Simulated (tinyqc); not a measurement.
Inside a calculation. Model: p-n diode with diffusion and depletion-layer recombination.

Computed by the program tinyqc: `OMP_NUM_THREADS=1 python tinyqc.py 2260138 2260139 out.jsonl`, one thread of a shared Intel Xeon 2.30GHz, about 0.01 s for the whole run. Printed values are rounded.

Abrupt junction in the depletion approximation, low injection, full ionisation, neutral widths fixed, ohmic contact on the p side. Vj is the junction voltage; where a series resistance Rs is given, V = Vj + J Rs is the terminal voltage.

Parameters, values chosen for the exercise; band and dielectric values those of a made-up semiconductor:
- T = 300 K (temperature)
- Eg = 1.01 eV (band gap)
- eps_r = 8.87 (relative permittivity)
- Nc = 2.31e19 cm^-3 (conduction-band density of states at T)
- Nv = 2.56e19 cm^-3 (valence-band density of states at T)
- Na = 3.8e16 cm^-3 (acceptor density)
- Nd = 1.7e16 cm^-3 (donor density)
- mun = 980 cm^2/(V s) (electron mobility in the p side)
- mup = 350 cm^2/(V s) (hole mobility in the n side)
- tn = 2e-8 s (electron lifetime)
- tp = 8e-9 s (hole lifetime)
- wp = 8.1 um (neutral width of the p side)
- wn = 3.4 um (neutral width of the n side)
- Sp = 1e7 cm/s (recombination velocity at the n contact)
- Rs = 0.00013 ohm cm^2 (series resistance)
- Et = 0 eV (trap level above the intrinsic level)
- Vj = 0.47 V (junction voltage at which recombination is evaluated)
- V = 0.6 V (terminal voltage)

Constants: q = 1.602176634e-19 C, kB = 1.380649e-23 J/K, Vt = kB T/q, eps0 = 8.8541878128e-14 F/cm where lengths are in cm. Results are converted to the units shown.

Range of the model: At the terminal voltage used the injected minority density exceeds a tenth of the lighter doping, so the low-injection formulas overstate the current.

## Diffusion lengths and saturation currents

ni = sqrt(Nc Nv) exp(-Eg/(2 Vt)), Eg in volts; D = mu Vt; Ln = sqrt(Dn tn), Lp = sqrt(Dp tp); J0n = q ni^2 Dn coth(wp/Ln)/(Ln Na); J0p = (q ni^2 Dp/(Lp Nd)) (s + tanh(wn/Lp))/(1 + s tanh(wn/Lp)), s = Sp Lp/Dp.

ni = 7.985449e10 cm^-3
Ln = 7.118281 um
Lp = 2.690457 um
J0n = 1.175982e-9 A/cm^2
J0p = 2.369430e-9 A/cm^2

wp/Ln = 1.1 and wn/Lp = 1.3; holes carry 66.8 % of the diffusion current.

## Recombination in the depleted layer

ni = sqrt(Nc Nv) exp(-Eg/(2 Vt)), Eg in volts. Vbi = Vt ln(Na Nd/ni^2), W = sqrt(2 eps0 eps_r (Vbi - Vj)(1/Na + 1/Nd)/q), xp = W Nd/(Na + Nd), xn = W Na/(Na + Nd); u(x) = q Na (x + xp)^2/(2 eps0 eps_r) for x < 0 and Vbi - Vj - q Nd (xn - x)^2/(2 eps0 eps_r) for x > 0; p = Na exp(-u/Vt), n = Nd exp((u - Vbi + Vj)/Vt); U = ni^2 (exp(Vj/Vt) - 1)/(tp (n + ni exp(Et/Vt)) + tn (p + ni exp(-Et/Vt))); J_scr = q times the integral of U from -xp to xn. Trapezoid rule on 15 equal steps.

W = 124.3068 nm

```
point     x (nm)      u (V)    n (cm^-3)    p (cm^-3)  U (cm^-3 s^-1)
0      -38.42210  0.0000000  1.319677e13       3.8e16     6.597449e20
1      -30.13498  0.0026619  1.462805e13  3.428190e16     7.312751e20
2      -21.84786  0.0106478  1.992243e13  2.517149e16     9.958019e20
3      -13.56074  0.0239575  3.333771e13  1.504234e16     1.665397e21
4       -5.27362  0.0425911  6.854355e13  7.316184e15     3.414330e21
5        3.01350  0.0660391  1.697759e14  2.953759e15     8.297709e21
6       11.30062  0.0886657  4.073662e14  1.231023e15     1.798594e22
7       19.58774  0.1089104  8.914199e14  5.625600e14     2.727674e22
8       27.87486  0.1267735  1.778969e15  2.818921e14     2.523559e22
9       36.16198  0.1422548  3.237746e15  1.548847e14     1.729119e22
10      44.44910  0.1553543  5.374100e15  9.331372e13     1.117839e22
11      52.73622  0.1660722  8.134995e15  6.164444e13     7.562039e21
12      61.02334  0.1744083  1.123046e16  4.465333e13     5.526593e21
13      69.31046  0.1803626  1.413924e16  3.546706e13     4.405667e21
14      77.59757  0.1839352  1.623466e16  3.088930e13     3.842817e21
15      85.88469  0.1851261       1.7e16  2.949866e13     3.671346e21
```

J_scr = 0.01826643 A/cm^2

With 2000 steps J_scr = 0.01826 A/cm^2; the coarse value is within 0.01 % of it. U is largest at x = 19.6 nm among these points; the peak lies where tp n = tn p. On the fine grid U peaks at 2.799e22 cm^-3 s^-1, and J_scr/(q U_max) is 32.8 % of W, the effective width of the recombining zone.

## Starting value

Vj = V/2.

Vj at the start = 0.3 V

## Iteration 1: new Vj

J0 = J0n + J0p = 3.545411e-9 A/cm^2

Diffusion current alone: J = J0 (exp(Vj/Vt) - 1), g = Vj + J Rs - V, g' = 1 + Rs J0 exp(Vj/Vt)/Vt, Vj(new) = Vj - g/g'.

J = 3.885446e-4 A/cm^2
g = -0.2999999 V
g' = 1.000002
Vj after iteration 1 = 0.5999994 V

## Iteration 2: new Vj

As before.

J = 42.58065 A/cm^2
g = 0.005534848 V
g' = 1.214122
Vj after iteration 2 = 0.5954406 V

## Iteration 3: new Vj

As before.

J = 35.69679 A/cm^2
g = 8.122103e-5 V
g' = 1.179506
Vj after iteration 3 = 0.5953718 V

## Course of the iteration

Stop when the step is below 1e-10 V, or after 15 iterations.

Course of the iteration:
```
iteration  Vj before the step (V)  step (V)
1                             0.3     0.300
2                       0.5999994  -4.56e-3
3                       0.5954406  -6.89e-5
4                       0.5953718  -1.40e-8
5                       0.5953718   < 1e-13
```

Converged in 5 iterations.
